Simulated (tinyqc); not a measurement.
KAI against NLS in time: switching kinetics of a ferroelectric film and the memory window of a ferroelectric gate stack. Computed by tinyqc, a small Python program. Command: `OMP_NUM_THREADS=1 python tinyqc.py 3019159 3019160 out.jsonl feswitch walk`. One thread of a shared host (Intel(R) Xeon(R) Processor @ 2.30GHz), about 0.01 s of CPU time with the checks.

Fields in MV/cm; 1 microcoulomb/cm^2 over eps_0 is 11.29409 MV/cm. In the stack (metal, ferroelectric, interlayer, channel) the channel is taken as a conductor.

Inputs (values chosen for the exercise, for a model film): dimension n = 2; half width w of log10 t = 0.82.

Method. KAI: 1 - exp[-(t/t1)^n]. NLS: the same kernel averaged over the Lorentzian F = (1/pi) w/[(z - log10 t1)^2 + w^2] in z = log10 tau.

Switched share:
```
log10(t/t1)     KAI      NLS
-3.0         0.0000  0.08929
-2.0         0.0001  0.13390
-1.0         0.0100  0.24866
-0.5         0.0952  0.37140
-0.2         0.3284  0.47095
0.0          0.6321  0.54199
0.2          0.9189  0.61029
0.5          1.0000  0.69747
1.0          1.0000  0.79407
2.0          1.0000  0.88132
3.0          1.0000  0.91778
```

What does the comparison show, and why?

KAI goes from 10 to 90 % within 0.67 decades of time; a Lorentzian of this width needs about 2 w tan(0.4 pi) = 5.0 decades. Three decades after t1, 8.2 % of the NLS film has not switched, and three decades before it 8.9 % already has: the tails set write margins and disturb errors.
